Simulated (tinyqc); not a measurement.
Competing polymorphs of an oxide film: bulk, surface, grain-boundary, dopant and field terms: one step, computed by the program tinyqc.

Phases: monoclinic m (reference), polar orthorhombic o, tetragonal t. Free energies per formula unit (f.u.); 1 J/m^2 x angstrom^3/nm = 6.241509 meV.

Question. Free energies of the grain. Area per volume: A = 2/h + f_b/R (two free faces; the side wall 2/R is shared by two grains and carries f_b gamma); G = b + gamma Omega A.

Inputs (values chosen for the exercise, for a model oxide):
```
quantity                                   value        unit
surface energy of m                         3.11       J/m^2
surface energy of o                          2.7       J/m^2
surface energy of t                         2.57       J/m^2
grain-boundary energy over surface energy    0.8           -
volume per formula unit Omega               33.4  angstrom^3
film thickness h                              11          nm
grain radius R                                22          nm
temperature T                                500           K
```

Geometry: columnar grains in a film.

b (meV/f.u.): m 0.00, o 33.24, t 40.90

Give: area per volume A; G less G(m); G(o) - G(m); G(t) - G(o).

Answer.

area per volume A = 0.2182 1/nm

G less G(m) (meV/f.u.): m 0.00, o 14.59, t 16.34

G(o) - G(m) = 14.59 meV/f.u.

G(t) - G(o) = 1.747 meV/f.u.

The lowest phase is m, by 14.6 meV/f.u. over o, as in the bulk terms. Caution: this is an equilibrium ranking; real films often keep the phase that nucleates first on cooling from t.
